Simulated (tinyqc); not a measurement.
## Ellipsometry and reflectance of a transparent film on an absorbing substrate: effect of the index of the transparent film

Air (index 1), film, substrate with N2 = n2 - i k2; time factor exp(+i w t). q_j = sqrt(N_j^2 - sin^2 th), root with positive real part. Fresnel coefficients r_s = (q_a - q_b)/(q_a + q_b), r_p = (N_b^2 q_a - N_a^2 q_b)/(N_b^2 q_a + N_a^2 q_b). tan(Psi) exp(i Delta) = R_p/R_s, Delta taken from 0 to 360 degrees.

beta = 2 pi d q1/lam, X = exp(-2 i beta), R = (r01 + r12 X)/(1 + r01 r12 X) for p and s. dDelta/dd is the derivative of Delta; period lam/(2 q1).

Inputs (values chosen for the exercise); indices close to those of aluminium oxide on silicon:
- lam = 632.8 nm (wavelength)
- th = 70 degrees (angle of incidence)
- d = 11 nm (film thickness)
- n2 = 3.882 (index of the substrate)
- k2 = 0.019 (extinction coefficient of the substrate)

Result of one run:

| n1 | Psi (degrees) | Delta (degrees) | \|R_p\|^2 | \|R_s\|^2 | dDelta/dd (degrees/nm) | period (nm) |
|---|---|---|---|---|---|---|
| 2.25 | 11.471 | 143.72 | 0.028228 | 0.68555 | -2.9979 | 154.77 |

What becomes of these results when the index of the transparent film n1 is changed from 2.25 to 2.05, all else the same?

Result of the changed run:

| n1 | Psi (degrees) | Delta (degrees) | \|R_p\|^2 | \|R_s\|^2 | dDelta/dd (degrees/nm) | period (nm) |
|---|---|---|---|---|---|---|
| 2.05 | 11.715 | 143.16 | 0.029534 | 0.68690 | -2.9621 | 173.66 |

The whole series:

| n1 | Psi (degrees) | Delta (degrees) | \|R_p\|^2 | \|R_s\|^2 | dDelta/dd (degrees/nm) | period (nm) |
|---|---|---|---|---|---|---|
| 1.25 | 11.203 | 157.70 | 0.027186 | 0.69306 | -1.8206 | 383.84 |
| 1.45 | 11.643 | 149.78 | 0.029363 | 0.69156 | -2.3913 | 286.52 |
| 1.65 | 11.848 | 145.66 | 0.030366 | 0.68999 | -2.6884 | 233.29 |
| 1.85 | 11.855 | 143.70 | 0.030333 | 0.68841 | -2.8625 | 198.55 |
| 2.05 | 11.715 | 143.16 | 0.029534 | 0.68690 | -2.9621 | 173.66 |
| 2.25 | 11.471 | 143.72 | 0.028228 | 0.68555 | -2.9979 | 154.77 |
| 2.45 | 11.161 | 145.24 | 0.026644 | 0.68445 | -2.9622 | 139.84 |
| 2.65 | 10.822 | 147.67 | 0.024984 | 0.68371 | -2.8371 | 127.69 |

Psi goes from 11.2 through a maximum of 11.9 (at n1 = 1.85 among the rows listed) to 10.8 degrees and |R_p|^2 goes from 0.0272 through a maximum of 0.0304 (at n1 = 1.65 among the rows listed) to 0.0250. The slope of Delta is largest in size, 3.00 degrees/nm, at n1 = 2.25 among the rows.

Numbers from tinyqc (`OMP_NUM_THREADS=1 python tinyqc.py 2870112 2870113 out.jsonl`; about 0.01 s on one thread of a shared Intel Xeon 2.30GHz).
